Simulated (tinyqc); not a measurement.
# Gate work function from the charge

Problem. For an undoped double gate, Q = 8 eps0 eps_r Vt beta tan(beta)/ts with 0 < beta < pi/2, and at the source (Vg - dphi)/(2 Vt) - ln[(2/ts) sqrt(2 eps0 eps_r Vt/(q ni))] = ln(beta) - ln(cos beta) + 2 r beta tan(beta), r = eps_r tox/(eox ts). Find beta and dphi.

Values chosen for this exercise; material values those of a made-up semiconductor: temperature T = 400 K; relative permittivity of the semiconductor eps_r = 13.8; relative permittivity of the gate insulator eox = 3.98; insulator thickness tox = 1.6 nm; body thickness ts = 25 nm; gate voltage Vg = 0.23 V.

Constants: q = 1.602176634e-19 C, kB = 1.380649e-23 J/K, Vt = kB T/q, eps0 = 8.8541878128e-14 F/cm where lengths are in cm. Results are converted to the units shown.

Qs = 84.397610 nC/cm^2
ni = 6.8556884e15 cm^-3

Answer. beta tan(beta) rises from 0 without bound on the interval, so the charge fixes beta; the second relation is then explicit in dphi.

beta = 0.718
dphi = 0.0800 V

Computed by the program tinyqc: `OMP_NUM_THREADS=1 python tinyqc.py 2440039 2440040 out.jsonl`, one thread of a shared Intel Xeon 2.30GHz, about 0.01 s for the whole run.
